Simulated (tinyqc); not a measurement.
Finite-difference solution of the diffusion equation on a small grid. Changing the time step dt. Computed by tinyqc, a small Python program. Command: `OMP_NUM_THREADS=1 python tinyqc.py 3028613 3028614 out.jsonl fdiff sweep`. One thread of a shared host (Intel(R) Xeon(R) Processor @ 2.30GHz), about 0.01 s of CPU time with the checks.

dC/dt = D d2C/dx2 on nodes x_j = j dx, j = 0..7; the far end is sealed.

Inputs (values chosen for the exercise): diffusivity D = 0.39 nm^2/s; grid spacing dx = 20 nm; final time t_f = 20800 s.

Boundary at x = 0: sealed surface. Scheme: implicit.

start values C_j, j = 0, 1, ... (% of a reference): 67.7  100  78.8  38  7.47  0  0  0

Method:
- The operator M acts as (M C)_j = C_(j-1) - 2 C_j + C_(j+1); at the sealed far end a mirror node gives 2 C_(N-2) - 2 C_(N-1); at j = 0, a mirror node gives 2 C_1 - 2 C_0.
- r = D dt/dx^2.
- With r = D dt/dx^2: (1 - theta r M) C(new) = (1 + (1 - theta) r M) C(old); theta = 0 explicit, 1 implicit, 1/2 Crank-Nicolson.
- The run takes n = round(t_f/dt) steps of length t_f/n.
- The dose is the trapezoidal sum of C dx; the error is the largest difference from exp(M D t/dx^2) C(0), the exact time evolution on the same grid.

One run for each value:
```
time step dt (s)  largest error at t_f (%)  mesh ratio r  final C_4 (%)  final dose (% nm)
81.25                               0.0293         0.079         36.662             5162.4
162.50                              0.0590         0.158         36.655             5162.4
325.00                              0.1191         0.317         36.642             5162.4
650.00                              0.2427         0.634         36.614             5162.4
1300.00                             0.5019         1.268         36.556             5162.4
2600.00                             1.0594         2.535         36.431             5162.4
5200.00                             2.2777         5.070         36.146             5162.4
10400.00                            4.8402        10.140         35.454             5162.4
```

Over the rows, largest error at t_f (%) rises from 0.0293 to 4.84 (exponent d ln y / d ln x 1.0 between the first rows and 1.1 between the last). At the low end the exponent of largest error at t_f is 1.01, close to 1: first order in the step.

Extremes, crossings and ranges named in words are read from the listed rows.
